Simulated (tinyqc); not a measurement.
Comparisons within one model: standing waves and exposure in a photoresist film. A value that a table varies takes the place of the one given here.

Normal incidence from air. Unexposed resist: N1 = n1 + i k1 with k1 = (A + B) lam/(4 pi), lam in micrometres. r01 = (1 - N1)/(1 + N1), t01 = 2/(1 + N1). Below the resist lie the layer Na = na + i ka and the substrate Ns = ns + i ks: r12 = (r1a + ras x)/(1 + r1a ras x), x = exp(4 pi i Na da/lam), r1a = (N1 - Na)/(N1 + Na), ras = (Na - Ns)/(Na + Ns). With p = exp(2 pi i N1 d/lam), the field at depth z is E(z) = t01 [exp(2 pi i N1 z/lam) + r12 p^2 exp(-2 pi i N1 z/lam)]/(1 + r01 r12 p^2), the relative intensity I(z) = n1 |E(z)|^2 and the reflectance R = |(r01 + r12 p^2)/(1 + r01 r12 p^2)|^2.

Parameters, chosen for this exercise (a resist on polySi, indices near tabulated ones; the results hold for these values, not for the real material):

| symbol | value | unit | meaning |
|---|---|---|---|
| lam | 193 | nm | vacuum wavelength |
| n1 | 1.732 |  | resist index |
| A | 0.09 | 1/micrometre | bleachable absorption (Dill A) |
| B | 0.32 | 1/micrometre | fixed absorption (Dill B) |
| d | 164 | nm | resist thickness |
| ns | 1.007 |  | substrate n |
| ks | 2.154 |  | substrate k |
| na | 1.789 |  | n of the bottom antireflection layer |
| ka | 0.386 |  | its k |
| da | 50 | nm | its thickness |

## Swing of the coupled dose with resist thickness

The mean of I is taken over 800 depths; the relative dose to clear is taken as 1/(mean of I over the lowest period, 60 depths), scaled to 1 in the first row.

Swing:

| d (nm) | R | mean I | relative dose |
|---|---|---|---|
| 164.0 | 0.2042 | 0.8659 | 1.000 |
| 173.3 | 0.1122 | 0.9552 | 0.900 |
| 182.6 | 0.0130 | 1.0723 | 0.813 |
| 191.9 | 0.0286 | 1.0719 | 0.831 |
| 201.1 | 0.1345 | 0.9578 | 0.938 |
| 210.4 | 0.2105 | 0.8616 | 1.031 |
| 219.7 | 0.2005 | 0.8556 | 1.021 |
| 229.0 | 0.1103 | 0.9438 | 0.921 |
| 238.3 | 0.0132 | 1.0536 | 0.835 |
| 247.6 | 0.0283 | 1.0492 | 0.852 |
| 256.9 | 0.1330 | 0.9379 | 0.960 |
| 266.1 | 0.2066 | 0.8488 | 1.053 |
| 275.4 | 0.1969 | 0.8460 | 1.042 |

What can be read from the table?

The period is 55.7 nm, six rows. The relative dose swings between 0.813 and 1.053, a ratio (max - min)/mean of 0.255, against the estimate 4 sqrt(|r01|^2 |r12|^2) exp(-(A + B) d) = 0.248 for the oscillating part alone; the ratio from the table also holds the slow rise from absorption, 4.2 % over two periods, so the two are not strictly comparable. The dose is least sensitive to thickness at an extremum; the lowest dose listed is at 182.6 nm.

## Tuning the antireflection layer

da takes the values listed; the contrast is (Imax - Imin)/(Imax + Imin) over the lowest period of the resist (60 depths).

Results:

| da (nm) | \|r12\|^2 | contrast |
|---|---|---|
| 0 | 0.4222 | 0.906 |
| 10 | 0.2248 | 0.766 |
| 20 | 0.0636 | 0.472 |
| 30 | 0.0188 | 0.272 |
| 40 | 0.0412 | 0.389 |
| 50 | 0.0613 | 0.456 |
| 60 | 0.0453 | 0.397 |
| 75 | 0.0054 | 0.140 |
| 90 | 0.0082 | 0.172 |
| 110 | 0.0198 | 0.267 |
| 140 | 0.0091 | 0.181 |

What does this show, and why?

|r12|^2 starts at 0.4222 and is lowest, 0.0054, at 75 nm of those listed, where the contrast is 0.140 against 0.906. The contrast follows 2|r|/(1 + |r|^2), so even |r12|^2 = 0.01 leaves about 0.2. Values below 0.01 occur at 75, 90 and 140 nm.

## What moves the exposure

The mean of I is over 800 depths. Each row changes one parameter from the base and keeps the others.

Results:

| case | \|r12\|^2 | R | mean I | I at the bottom |
|---|---|---|---|---|
| base | 0.0613 | 0.2042 | 0.8659 | 0.6241 |
| d = 174 nm | 0.0613 | 0.1034 | 0.9647 | 0.7004 |
| n1 = 1.749 | 0.0601 | 0.1938 | 0.8725 | 0.6387 |
| B = 0.52 1/micrometre | 0.0609 | 0.1986 | 0.8531 | 0.6058 |
| ks = 1.939 | 0.0581 | 0.1963 | 0.8689 | 0.6521 |
| da = 60 nm | 0.0453 | 0.1375 | 0.9074 | 0.9045 |
| ka = 0.502 | 0.0514 | 0.1850 | 0.8701 | 0.6745 |

What does this show?

The largest shifts from the base row, up to three for each result and ties (the steps differ in size, so this ranks the rows, not the parameters). |r12|^2: da -0.0160, ka -0.0099, ks -0.0032; unchanged at the printed digits by d. R: d -0.1008, da -0.0667, ka -0.0192. mean I: d +0.0989, da +0.0415, B -0.0128. I at the bottom: da +0.2805, d +0.0763, ka +0.0504.

tinyqc: `OMP_NUM_THREADS=1 python tinyqc.py 1680457 1680458 out.jsonl`; about 0.01 s, one thread, shared Intel(R) Xeon(R) Processor @ 2.30GHz.
